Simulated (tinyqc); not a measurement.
Arrhenius plot: admittance spectroscopy and thermally stimulated current of one trap level in a depletion layer. Computed by tinyqc, a small Python program. Command: `OMP_NUM_THREADS=1 python tinyqc.py 3113267 3113268 out.jsonl admit walk`. One thread of a shared host (Intel(R) Xeon(R) Processor @ 2.30GHz), about 0.01 s of CPU time with the checks.

A Schottky junction on n-type material holds one donor-like electron trap; shallow donors are fully ionised and abrupt depletion edges are assumed.

Inputs (values chosen for the exercise, modelled on n-type germanium):
```
quantity                         value    unit
density-of-states mass m         0.557     m_0
shallow doping N               9.9e+16  1/cm^3
trap depth E_t below the band    0.277      eV
capture cross section sigma    1.3e-14    cm^2
test frequency f                  3000      Hz
```

Constants: k_B = 1.380649e-23 J/K; m_0 = 9.1093837015e-31 kg; h = 6.62607015e-34 J s; k_B = 8.617333262e-05 eV/K.

Method:
- N_c = 2 (2 pi m k_B T/h^2)^(3/2), v_th = sqrt(3 k_B T/m), emission rate e_n = sigma v_th N_c exp(-E_t/(k_B T)).
- Where the level crosses the Fermi level capture equals emission, so the trap follows the signal with the rate 2 e_n; G/omega peaks at omega = 2 e_n (the correction for large N_t/N is left out).
- Solve 2 e_n(T_p) = 2 pi f.
- T_p for 0.1, 0.3, 1, 3 and 10 f; least-squares lines of ln(e_n/T^2) and of ln(e_n) against 1/(k_B T), e_n = pi f; sigma = exp(intercept)/(v_th N_c/T^2).

peak temperature T_p = 176.856 K

Peaks:
```
f (Hz)  T_p (K)  1/(k_B T) (1/eV)  ln(e_n/T^2)  ln(e_n)
300      158.65            73.144      -3.2849    6.849
900      166.87            69.542      -2.2873    7.947
3000     176.86            65.616      -1.1996    9.151
9000     187.01            62.053      -0.2126   10.250
30000    199.49            58.172       0.8622   11.454
```

depth from e_n/T^2 = 0.277 eV

cross section from the intercept = 1.30e-14 cm^2

depth without the T^2 = 0.30757 eV

What does the comparison show, and why?

Leaving out T^2 adds 31 meV, near 2 k_B T_p = 30 meV.

Extremes, crossings and ranges named in words are read from the listed rows.
